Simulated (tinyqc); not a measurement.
# Changing the beam energy E0

Model: Rutherford backscattering from a thin compound film on silicon: kinematics, yields, composition and thickness. Computed by tinyqc, a small Python program. Command: `OMP_NUM_THREADS=1 python tinyqc.py 3007928 3007929 out.jsonl rbs sweep`. One thread of a shared host (Intel(R) Xeon(R) Processor @ 2.30GHz), about 0.01 s of CPU time with the checks.

Singly charged helium ions (Z1 = 2, M1 = 4.0026 u) enter at the tilt angle a1 to the normal and leave at a2 = |180 - theta - tilt| in the same plane. The film is A B_x.

Inputs (values chosen for the exercise, modelled on a helium beam on HfO2): scattering angle theta = 160 degrees; tilt of the sample = 30 degrees; heavy element: Z_A = 72; heavy element: mass M_A = 178.5 u; heavy element: stopping eps_A at 2 MeV = 114 1e-15 eV cm^2; light element: Z_B = 8; light element: mass M_B = 16 u; light element: stopping eps_B at 2 MeV = 34.6 1e-15 eV cm^2; atoms of B per atom of A, x = 1.83; atomic density of the film = 83.3 1/nm^3; film thickness d = 40 nm; collected charge = 11 microcoulomb; detector solid angle = 3 msr; detector resolution (FWHM) = 16 keV.

Constants: e^2/(4 pi eps_0) = 14.39964548 eV angstrom; e = 1.602176634e-19 C.

Method:
- Kinematic factor K = [(sqrt(M^2 - M1^2 sin^2 theta) + M1 cos theta)/(M + M1)]^2.
- Surface edges lie at K E0; substrate silicon has M = 28.09 u. Mass resolution at M_A = resolution/(E0 dK/dM).
- Stopping per atom eps(E) = eps(2 MeV) (E/2 MeV)^(-0.4) (a law chosen for the exercise); Bragg rule eps_film = (eps_A + x eps_B)/(1 + x); areal density N d, with 1/nm^2 = 0.1 x 1e15/cm^2.
- Width of the signal of element i: [K_i eps(E0)/cos a1 + eps(K_i E0)/cos a2] N d; depth resolution = resolution x d/width of A; energy lost on the way in = eps(E0) N d/cos a1.
- Rutherford cross section in the laboratory frame: sigma = (Z1 Z e^2/(4 pi eps_0 4E))^2 (4/sin^4 theta) (r + cos theta)^2/r, r = sqrt(1 - (M1 sin theta/M)^2), times the screening factor 1 - 0.049 Z1 Z^(4/3)/E (E in keV); 1 angstrom^2 = 1e8 barn.
- Counts = (charge/e) x solid angle x sigma(E_mean) x areal density of the element/cos a1, E_mean = E0 - half the energy lost on the way in; 1 barn = 1e-24 cm^2. The ratio of areas returns x = (Y_B/Y_A)(sigma_A/sigma_B), with the counting error sqrt(1/Y_A + 1/Y_B).

One run for each value:
```
beam energy E0 (MeV)  mass resolution at M_A (u)  depth resolution (nm)  counting error of x without background (%)
1.0                                       35.797                 11.011                                      0.7866
1.2                                       29.831                 11.844                                      0.9471
1.5                                       23.865                 12.950                                      1.1877
1.8                                       19.887                 13.930                                      1.4279
2.0                                       17.899                 14.530                                      1.5880
2.2                                       16.272                 15.094                                      1.7481
2.5                                       14.319                 15.886                                      1.9880
2.8                                       12.785                 16.623                                      2.2280
3.0                                       11.932                 17.088                                      2.3879
```

What does the table show, and why?

Over the rows, mass resolution at M_A (u) falls from 35.8 to 11.9 (exponent d ln y / d ln x about -1.0 throughout); depth resolution (nm) rises from 11.0 to 17.1 (exponent d ln y / d ln x about 0.40 throughout); counting error of x without background (%) rises from 0.787 to 2.39 (exponent d ln y / d ln x about 1.0 throughout). The exponent of mass resolution at M_A stays at -1: edges spread in proportion to E0. The exponent of depth resolution stays at 0.40: the chosen stopping law. The exponent of counting error of x without background stays between 1.00 and 1.02, near 1: sigma falls as 1/E^2 and the error goes as its inverse root. A higher energy buys mass resolution at the price of depth resolution and counts; above about 2 to 3 MeV light elements also show non-Rutherford resonances.

Extremes, crossings and ranges named in words are read from the listed rows.
